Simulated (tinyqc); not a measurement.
The fan of levels: Landau levels of a parabolic two-dimensional band.

E(N, s) = (N + 1/2) hbar wc + s gs muB B with s = +/-1/2.

In a field B along z: l = 1/sqrt((e/hbar) B) is the magnetic length, n_B = B/(h/e) the number of states per area in one level, hbar wc = 2 muB B/m for mass m in m0; 1/angstrom^2 = 1e16/cm^2.

Constants: hbar^2/2m0 = 3.80998211 eV angstrom^2; e/hbar = 1.519267448e-05 1/(T angstrom^2); h/e = 413566.7697 T angstrom^2; muB = 5.788381798e-05 eV/T.

Parameters, chosen for this exercise (near those of a two-dimensional electron gas in GaN; shifted at random, so the results belong to these values and not to a real crystal): m = 0.1928 m0 (mass); gs = 1.92 (g factor); gv = 1 (valleys); Bs = (1, 2, 3, 5, 7, 10, 14) T (fields).

The four lowest levels against B, with their labels in order.

Levels (meV):

| B (T) | first | second | third | fourth | order |
|---|---|---|---|---|---|
| 1.00 | 0.24 | 0.36 | 0.85 | 0.96 | 0- 0+ 1- 1+ |
| 2.00 | 0.49 | 0.71 | 1.69 | 1.91 | 0- 0+ 1- 1+ |
| 3.00 | 0.73 | 1.07 | 2.54 | 2.87 | 0- 0+ 1- 1+ |
| 7.00 | 1.71 | 2.49 | 5.92 | 6.69 | 0- 0+ 1- 1+ |
| 10.0 | 2.45 | 3.56 | 8.45 | 9.56 | 0- 0+ 1- 1+ |
| 14.0 | 3.43 | 4.98 | 11.83 | 13.39 | 0- 0+ 1- 1+ |

Give the missing row, B (T) = 5.00.

Computed row:
```
B (T)  first  second  third  fourth        order
5.00    1.22    1.78   4.23    4.78  0- 0+ 1- 1+
```

The fourth level grows as B^1.00 over the first two rows and B^1.00 over the last two (1 for a parabolic band without a fixed offset such as a valley splitting, 1/2 for massless Dirac electrons). The order of the levels does not change. The Zeeman gap is |gs| m/2 = 0.185 of hbar wc at every field.

Run: tinyqc, `OMP_NUM_THREADS=1 python tinyqc.py 1280811 1280812 out.jsonl`; Intel(R) Xeon(R) Processor @ 2.30GHz, one thread, shared host; about 0.01 s of CPU time with all checks.
